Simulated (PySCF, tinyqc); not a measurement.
CCSD on RHF in the sto-6g basis, frozen core, for BeH+, spin multiplicity 1, step by step. The lowest restricted solution is unstable here: a spin-polarised one lies 0.0098 hartree lower (PySCF). Computed by tinyqc, a small Python program that keeps every step (integrals from PySCF). Settings: charge = 1, multiplicity = 1, basis = sto-6g, method = RHF, frozen orbitals = 1, energy threshold = 1e-10, iteration cap = 59, orthogonalisation = symmetric, start = atomic densities, DIIS depth = 6, amplitude equations = CCSD, DIIS depth for amplitudes = 6, cap on updates = 73. Command: `OMP_NUM_THREADS=1 python tinyqc.py 21663 21664 out.jsonl` (the two numbers bound the seeds that draw the settings). One thread of a shared host (Intel(R) Xeon(R) Processor @ 2.60GHz), about 0.3 s of CPU time with the checks. The early iterations of the SCF are left out here.

## One-electron integrals

Geometry (angstrom):
```
atom       x       y       z
Be    0.0000  0.0000  0.0000
H     0.0000  0.0000  1.8630
```

Basis sto-6g: exponents (1/bohr^2) and contraction coefficients of normalised primitives:
```
element  l (shell)  exponent  coefficient
Be           s (1)  312.8705       0.0092
Be           s (1)   57.3645       0.0494
Be           s (1)   16.0485       0.1685
Be           s (1)    5.5131       0.3706
Be           s (1)    2.1409       0.4165
Be           s (1)    0.8817       0.1303
Be           s (2)   13.6332      -0.0133
Be           s (2)    2.6984      -0.0470
Be           s (2)    0.8387      -0.0338
Be           s (2)    0.3227       0.2502
Be           s (2)    0.1401       0.5951
Be           s (2)    0.0642       0.2407
Be           p (3)   13.6332       0.0038
Be           p (3)    2.6984       0.0377
Be           p (3)    0.8387       0.1739
Be           p (3)    0.3227       0.4180
Be           p (3)    0.1401       0.4259
Be           p (3)    0.0642       0.1017
H            s (1)   35.5232       0.0092
H            s (1)    6.5131       0.0494
H            s (1)    1.8221       0.1685
H            s (1)    0.6260       0.3706
H            s (1)    0.2431       0.4165
H            s (1)    0.1001       0.1303
```

Overlap, kinetic and nuclear-attraction integrals over the contracted functions; the nuclear repulsion is the sum of Za Zb / Rab.

nuclear repulsion = 1.136183 hartree

overlap S, order 1Be 1s, 1Be 2s, 1Be 2px, 1Be 2py, 1Be 2pz, 2H 1s:
```
[[1.0000, 0.2548, 0.0000, 0.0000, 0.0000, 0.0223],
 [0.2548, 1.0000, 0.0000, 0.0000, 0.0000, 0.2733],
 [0.0000, 0.0000, 1.0000, 0.0000, 0.0000, 0.0000],
 [0.0000, 0.0000, 0.0000, 1.0000, 0.0000, 0.0000],
 [0.0000, 0.0000, 0.0000, 0.0000, 1.0000, 0.3548],
 [0.0223, 0.2733, 0.0000, 0.0000, 0.3548, 1.0000]]
```

kinetic energy T (hartree), order 1Be 1s, 1Be 2s, 1Be 2px, 1Be 2py, 1Be 2pz, 2H 1s:
```
[[6.7688, -0.2074, 0.0000, 0.0000, 0.0000, -0.0082],
 [-0.2074, 0.2201, 0.0000, 0.0000, 0.0000, 0.0131],
 [0.0000, 0.0000, 0.6613, 0.0000, 0.0000, 0.0000],
 [0.0000, 0.0000, 0.0000, 0.6613, 0.0000, 0.0000],
 [0.0000, 0.0000, 0.0000, 0.0000, 0.6613, 0.0639],
 [-0.0082, 0.0131, 0.0000, 0.0000, 0.0639, 0.7685]]
```

nuclear attraction V (hartree), order 1Be 1s, 1Be 2s, 1Be 2px, 1Be 2py, 1Be 2pz, 2H 1s:
```
[[-14.9988, -1.7231, 0.0000, 0.0000, -0.0098, -0.1625],
 [-1.7231, -2.5802, 0.0000, 0.0000, -0.0942, -0.6198],
 [0.0000, 0.0000, -2.5585, 0.0000, 0.0000, 0.0000],
 [0.0000, 0.0000, 0.0000, -2.5585, 0.0000, 0.0000],
 [-0.0098, -0.0942, 0.0000, 0.0000, -2.6233, -0.7907],
 [-0.1625, -0.6198, 0.0000, 0.0000, -0.7907, -2.3748]]
```

core Hamiltonian H = T + V (hartree), order 1Be 1s, 1Be 2s, 1Be 2px, 1Be 2py, 1Be 2pz, 2H 1s:
```
[[-8.2301, -1.9305, 0.0000, 0.0000, -0.0098, -0.1707],
 [-1.9305, -2.3601, 0.0000, 0.0000, -0.0942, -0.6066],
 [0.0000, 0.0000, -1.8972, 0.0000, 0.0000, 0.0000],
 [0.0000, 0.0000, 0.0000, -1.8972, 0.0000, 0.0000],
 [-0.0098, -0.0942, 0.0000, 0.0000, -1.9621, -0.7268],
 [-0.1707, -0.6066, 0.0000, 0.0000, -0.7268, -1.6062]]
```

## Two-electron integrals

Functions are numbered as in S; the eight-fold symmetry (ij|kl) = (ji|kl) = (kl|ij) leaves the list below.

Two-electron integrals (ij|kl) in chemists' order, unique and non-zero (hartree):
```
(11|11) 2.3000   (21|11) 0.3619   (21|21) 0.0719   (22|11) 0.5703
(22|21) 0.1397   (22|22) 0.4178   (31|31) 0.0153   (32|31) 0.0226
(32|32) 0.0923   (33|11) 0.5703   (33|21) 0.1397   (33|22) 0.4178
(33|33) 0.4501   (41|41) 0.0153   (42|41) 0.0226   (42|42) 0.0923
(43|43) 0.0243   (44|11) 0.5703   (44|21) 0.1397   (44|22) 0.4178
(44|33) 0.4016   (44|44) 0.4501   (51|51) 0.0153   (52|51) 0.0226
(52|52) 0.0923   (53|53) 0.0243   (54|54) 0.0243   (55|11) 0.5703
(55|21) 0.1397   (55|22) 0.4178   (55|33) 0.4016   (55|44) 0.4016
(55|55) 0.4501   (61|11) 0.0320   (61|21) 0.0062   (61|22) 0.0121
(61|33) 0.0120   (61|44) 0.0120   (61|51) 0.0006   (61|52) 0.0012
(61|55) 0.0123   (61|61) 0.0006   (62|11) 0.1095   (62|21) 0.0274
(62|22) 0.0936   (62|33) 0.0898   (62|44) 0.0898   (62|51) 0.0037
(62|52) 0.0247   (62|55) 0.1013   (62|61) 0.0026   (62|62) 0.0363
(63|31) 0.0022   (63|32) 0.0109   (63|53) 0.0039   (63|63) 0.0026
(64|41) 0.0022   (64|42) 0.0109   (64|54) 0.0039   (64|64) 0.0026
(65|11) 0.1297   (65|21) 0.0328   (65|22) 0.1163   (65|33) 0.1096
(65|44) 0.1096   (65|51) 0.0059   (65|52) 0.0382   (65|55) 0.1296
(65|61) 0.0033   (65|62) 0.0506   (65|65) 0.0719   (66|11) 0.2837
(66|21) 0.0722   (66|22) 0.2755   (66|33) 0.2577   (66|44) 0.2577
(66|51) 0.0097   (66|52) 0.0868   (66|55) 0.3112   (66|61) 0.0071
(66|62) 0.1461   (66|65) 0.2138   (66|66) 0.7750
```

## Orthogonalisation

S = U s U^T; symmetric (Loewdin) form X = U s^(-1/2) U^T, so that X^T S X = 1.

eigenvalues of S: [0.5281, 0.8035, 1.0000, 1.0000, 1.1806, 1.4878]

X, order 1Be 1s, 1Be 2s, 1Be 2px, 1Be 2py, 1Be 2pz, 2H 1s:
```
[[1.0263, -0.1377, 0.0000, 0.0000, -0.0060, 0.0189],
 [-0.1377, 1.0607, 0.0000, 0.0000, 0.0442, -0.1616],
 [0.0000, 0.0000, 1.0000, 0.0000, 0.0000, 0.0000],
 [0.0000, 0.0000, 0.0000, 1.0000, 0.0000, 0.0000],
 [-0.0060, 0.0442, 0.0000, 0.0000, 1.0556, -0.2041],
 [0.0189, -0.1616, 0.0000, 0.0000, -0.2041, 1.0892]]
```

## Starting guess

The start is atomic minimal-basis densities projected into this basis (PySCF's MINAO start) and scaled to the electron count of each spin; this density is not idempotent, so its energy is not variational and may lie below the converged one.

D at the start, order 1Be 1s, 1Be 2s, 1Be 2px, 1Be 2py, 1Be 2pz, 2H 1s:
```
[[1.7217, -0.4183, 0.0000, 0.0000, 0.0075, -0.0261],
 [-0.4183, 1.6583, 0.0000, 0.0000, -0.0203, 0.1089],
 [0.0000, 0.0000, 0.0000, 0.0000, 0.0000, 0.0000],
 [0.0000, 0.0000, 0.0000, 0.0000, 0.0000, 0.0000],
 [0.0075, -0.0203, 0.0000, 0.0000, 0.0013, 0.0266],
 [-0.0261, 0.1089, 0.0000, 0.0000, 0.0266, 0.7546]]
```

## Iteration 9 (converged): orbitals

converged F (hartree), order 1Be 1s, 1Be 2s, 1Be 2px, 1Be 2py, 1Be 2pz, 2H 1s:
```
[[-5.0560, -1.3569, 0.0000, 0.0000, 0.0155, -0.1191],
 [-1.3569, -0.8134, 0.0000, 0.0000, -0.0924, -0.3540],
 [0.0000, 0.0000, -0.1255, 0.0000, 0.0000, 0.0000],
 [0.0000, 0.0000, 0.0000, -0.1255, 0.0000, 0.0000],
 [0.0155, -0.0924, 0.0000, 0.0000, -0.2259, -0.3089],
 [-0.1191, -0.3540, 0.0000, 0.0000, -0.3089, -0.4049]]
```

Diagonalise F' = X^T F X, C = X C', fill 2 alpha and 2 beta electrons from the bottom; D = 2 C_occ C_occ^T. Each column has its largest component positive (the first on a tie).

F' = X^T F X (hartree):
```
[[-4.9606, -0.6620, 0.0000, 0.0000, 0.0150, 0.0219],
 [-0.6620, -0.5141, 0.0000, 0.0000, -0.0240, -0.2356],
 [0.0000, 0.0000, -0.1255, 0.0000, 0.0000, 0.0000],
 [0.0000, 0.0000, 0.0000, -0.1255, 0.0000, 0.0000],
 [0.0150, -0.0240, 0.0000, 0.0000, -0.1393, -0.2359],
 [0.0219, -0.2356, 0.0000, 0.0000, -0.2359, -0.2538]]
```

orbital energies (hartree): [-5.0572, -0.6416, -0.2526, -0.1255, -0.1255, 0.0836]

coefficients C, order 1Be 1s, 1Be 2s, 1Be 2px, 1Be 2py, 1Be 2pz, 2H 1s:
```
[[0.9957, -0.1906, -0.1895, 0.0000, 0.0000, 0.0942],
 [0.0164, 0.6641, 0.7319, 0.0000, 0.0000, -0.4418],
 [0.0000, 0.0000, 0.0000, -0.1216, 0.9926, 0.0000],
 [0.0000, 0.0000, 0.0000, 0.9926, 0.1216, 0.0000],
 [-0.0024, 0.2532, -0.5807, 0.0000, 0.0000, -0.8698],
 [-0.0014, 0.5039, -0.3923, 0.0000, 0.0000, 0.9202]]
```

D after iteration 9, order 1Be 1s, 1Be 2s, 1Be 2px, 1Be 2py, 1Be 2pz, 2H 1s:
```
[[2.0557, -0.2206, 0.0000, 0.0000, -0.1014, -0.1950],
 [-0.2206, 0.8827, 0.0000, 0.0000, 0.3362, 0.6692],
 [0.0000, 0.0000, 0.0000, 0.0000, 0.0000, 0.0000],
 [0.0000, 0.0000, 0.0000, 0.0000, 0.0000, 0.0000],
 [-0.1014, 0.3362, 0.0000, 0.0000, 0.1282, 0.2551],
 [-0.1950, 0.6692, 0.0000, 0.0000, 0.2551, 0.5078]]
```

Within a degenerate level the vectors are fixed only up to a rotation; this is one choice.

## Convergence

Stop when the energy changes by less than 1e-10 hartree and every element of the error matrix X^T (F D S - S D F) X is below 3e-06.

Course of the cycle:
```
iteration  E (hartree)     change  largest element of the error matrix
1           -12.733484          -                             1.15e-01
2           -14.716241  -1.98e+00                             1.53e-01
3           -14.746030  -2.98e-02                             7.77e-02
4           -14.759544  -1.35e-02                             8.76e-03
5           -14.759788  -2.44e-04                             4.03e-03
6           -14.759814  -2.60e-05                             3.11e-04
7           -14.759814  -3.52e-07                             2.86e-05
8           -14.759814  -2.73e-09                             3.19e-07
9           -14.759814  -2.45e-13                             1.17e-08
```

PySCF RHF in the same basis = -14.759814 hartree

Converged in 9 iterations.

## Populations, bond orders and dipole

Mulliken: Z minus the diagonal of D S on the atom; Loewdin: the same with S^(1/2) D S^(1/2); Mayer order: 2 sum_s sum (D(s) S)_ij (D(s) S)_ji over the two atoms.

Charges (e):
```
atom  Mulliken  Loewdin
1Be     0.7768   0.7929
2H      0.2232   0.2071
```

Mayer bond orders:
```
pair   order
2-1   0.9502
```

dipole moment about the origin, x y z (debye): [0.0000, 0.0000, -1.1145]

## Integrals over molecular orbitals

(pq|rs) = sum C_ip C_jq C_kr C_ls (ij|kl), one index at a time.

one-electron integrals over orbitals h = C^T H C (hartree):
```
[[-8.2231, 0.1766, 0.1971, 0.0000, 0.0000, -0.0661],
 [0.1766, -1.9741, -0.0853, 0.0000, 0.0000, 0.2426],
 [0.1971, -0.0853, -1.8633, 0.0000, 0.0000, -0.0984],
 [0.0000, 0.0000, 0.0000, -1.8972, 0.0000, 0.0000],
 [0.0000, 0.0000, 0.0000, 0.0000, -1.8972, 0.0000],
 [-0.0661, 0.2426, -0.0984, 0.0000, 0.0000, -1.6614]]
```

Two-electron integrals over orbitals (pq|rs), unique and non-zero (hartree); the lowest 1 orbital is frozen and left out:
```
(22|22) 0.4512    (32|22) -0.0649   (32|32) 0.0659    (33|22) 0.3275
(33|32) 0.0322    (33|33) 0.4237    (42|42) 0.0457    (43|42) 0.0350
(43|43) 0.0482    (44|22) 0.3465    (44|32) 0.0431    (44|33) 0.3808
(44|44) 0.4501    (52|52) 0.0457    (53|52) 0.0350    (53|53) 0.0482
(54|54) 0.0243    (55|22) 0.3465    (55|32) 0.0431    (55|33) 0.3808
(55|44) 0.4016    (55|55) 0.4501    (62|22) 0.0182    (62|32) -0.0572
(62|33) -0.0073   (62|44) -0.0704   (62|55) -0.0704   (62|62) 0.1180
(63|22) -0.0571   (63|32) 0.0620    (63|33) 0.0494    (63|44) 0.0382
(63|55) 0.0382    (63|62) -0.0616   (63|63) 0.0784    (64|42) -0.0250
(64|43) -0.0074   (64|64) 0.0222    (65|52) -0.0250   (65|53) -0.0074
(65|65) 0.0222    (66|22) 0.4575    (66|32) -0.0681   (66|33) 0.3558
(66|44) 0.3506    (66|55) 0.3506    (66|62) 0.0420    (66|63) -0.0593
(66|66) 0.4925
```

## CCSD: starting amplitudes

t_ij^ab = <ij||ab> / (e_i + e_j - e_a - e_b), whose energy is MP2.

Starting amplitudes (spin orbitals 1a, 1b, ...; amplitudes related by a flip of all spins are not repeated):
```
from      to        t
2a 2b  3a 3b  -0.0847
2a 2b  6a 6b  -0.0814
2a 2b  3a 6b   0.0513
2a 2b  4a 4b  -0.0442
2a 2b  5a 5b  -0.0442
```

correlation energy = -0.025095 hartree

## CCSD: amplitude update 1

t_i^a D_i^a and t_ij^ab D_ij^ab are set to the remaining terms of the spin-orbital equations, evaluated with the old amplitudes; for the doubles these are <ij||ab> + 1/2 <ab||ef> t_ij^ef + 1/2 <mn||ij> t_mn^ab + P(ij)P(ab) <mb||ej> t_im^ae + terms in t^2 + terms with t1, D the orbital-energy denominators.

Amplitudes after update 1 (spin orbitals 1a, 1b, ...; amplitudes related by a flip of all spins are not repeated):
```
from      to        t
2a 2b  3a 3b  -0.1153
2a 2b  6a 6b  -0.1104
2a 2b  3a 6b   0.0806
2a 2b  4a 4b  -0.0525
2a 2b  5a 5b  -0.0525
2a        6a   0.0114
2a        3a   0.0114
```

correlation energy = -0.034637 hartree

## CCSD: amplitude update 2

As before.

Amplitudes after update 2 (spin orbitals 1a, 1b, ...; amplitudes related by a flip of all spins are not repeated):
```
from      to        t
2a 2b  3a 3b  -0.1338
2a 2b  6a 6b  -0.1197
2a 2b  3a 6b   0.0953
2a 2b  4a 4b  -0.0526
2a 2b  5a 5b  -0.0526
2a        6a   0.0209
2a        3a   0.0196
```

correlation energy = -0.038623 hartree

## CCSD: amplitude update 3

t_i^a D_i^a and t_ij^ab D_ij^ab are set to the remaining terms of the spin-orbital equations, evaluated with the old amplitudes; for the doubles these are <ij||ab> + 1/2 <ab||ef> t_ij^ef + 1/2 <mn||ij> t_mn^ab + P(ij)P(ab) <mb||ej> t_im^ae + terms in t^2 + terms with t1, D the orbital-energy denominators. DIIS then mixes the stored amplitudes.

DIIS coefficients: [-1.0914, 2.0914]

Amplitudes after update 3 (spin orbitals 1a, 1b, ...; amplitudes related by a flip of all spins are not repeated):
```
from      to        t
2a 2b  3a 3b  -0.1603
2a 2b  6a 6b  -0.1248
2a 2b  3a 6b   0.1112
2a 2b  4a 4b  -0.0498
2a 2b  5a 5b  -0.0498
2a        6a   0.0338
2a        3a   0.0328
```

correlation energy = -0.042480 hartree

## CCSD: convergence

E_corr = 1/4 sum <ij||ab> t_ij^ab + 1/2 sum <ij||ab> t_i^a t_j^b; stop when the norm of the change is below 1e-8.

Course of the amplitude iterations:
```
update  correlation energy (hartree)  norm of the change
0                          -0.025095                   -
1                          -0.034637            1.23e-01
2                          -0.038623            6.13e-02
3                          -0.042480            3.60e-02
4                          -0.042769            1.23e-02
5                          -0.042903            3.95e-03
6                          -0.042877            6.01e-04
7                          -0.042872            7.05e-05
8                          -0.042874            1.99e-05
9                          -0.042874            2.45e-06
10                         -0.042874            3.42e-07
11                         -0.042874            4.92e-08
12                         -0.042874            1.27e-08
13                         -0.042874            3.15e-09
```

Converged amplitudes (spin orbitals 1a, 1b, ...; amplitudes related by a flip of all spins are not repeated):
```
from      to        t
2a 2b  3a 3b  -0.1780
2a 2b  6a 6b  -0.1172
2a 2b  3a 6b   0.1135
2a 2b  4a 4b  -0.0486
2a 2b  5a 5b  -0.0486
2a        3a   0.0482
2a        6a   0.0392
```

CCSD total energy = -14.802688 hartree

T1 diagnostic, norm of the one-spin t1 over sqrt(correlated electrons) = 0.0439

Converged in 13 updates, with DIIS from the third.
